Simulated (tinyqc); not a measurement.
Gated graphene, quantum capacitance: two steps of the calculation.

phi is the Fermi level above the Dirac point, in volts; Vg is counted from the gate voltage of charge neutrality. Ideal linear bands, no charge puddles.

Inputs (values chosen for the exercise); values close to those of graphene:
- T = 300 K (temperature)
- vF = 9.84e5 m/s (Fermi velocity)
- Dit = 0 cm^-2 eV^-1 (density of traps)
- Vg = -0.83 V (gate voltage)

Constants: q = 1.602176634e-19 C, kB = 1.380649e-23 J/K, hbar = 1.054571817e-34 J s, Vt = kB T/q. Results are converted to the units shown.

Problem 1. New phi. N0 = (2/pi)(kB T/(hbar vF))^2; n = N0 F1(phi/Vt), p = N0 F1(-phi/Vt), F1(e) = int_0^infinity u du/(1 + exp(u - e)) = -Li2(-exp(e)); Cq = q d(n - p)/dphi = (q N0/Vt) ln[2 (1 + cosh(phi/Vt))]. Newton: f = phi + q (n - p + Dit phi)/Cox - Vg, phi(new) = phi - f/(1 + (Cq + q Dit)/Cox).

phi at the start = -0.83 V
Cox = 0.61663094 uF/cm^2

Give: n; p; Cq; f; phi after iteration 1.

Solution 1.

n = 0.0011555 cm^-2
p = 5.2441e13 cm^-2
Cq = 20.181 uF/cm^2
f = -13.626 V
phi after iteration 1 = -0.42602 V

Problem 2. Charge and capacitances at the solution. 1/C_G = 1/Cox + 1/(Cq + q Dit); dphi/dVg = Cox/(Cox + Cq + q Dit).

converged phi = -0.17599922 V
Cox = 0.61663094 uF/cm^2

Wanted: n - p; Cq; C_G; dphi/dVg.

Solution 2.

n - p = -2.5171e12 cm^-2
Cq = 4.2808 uF/cm^2
C_G = 0.53899 uF/cm^2
dphi/dVg = 0.12591

Cq is 6.94 times Cox, so C_G is 87.4 % of Cox; 21.2 % of the gate voltage has gone into phi.

Program tinyqc, `OMP_NUM_THREADS=1 python tinyqc.py 2200140 2200141 out.jsonl`; Intel Xeon 2.30GHz, shared host, one thread, about 0.01 s.
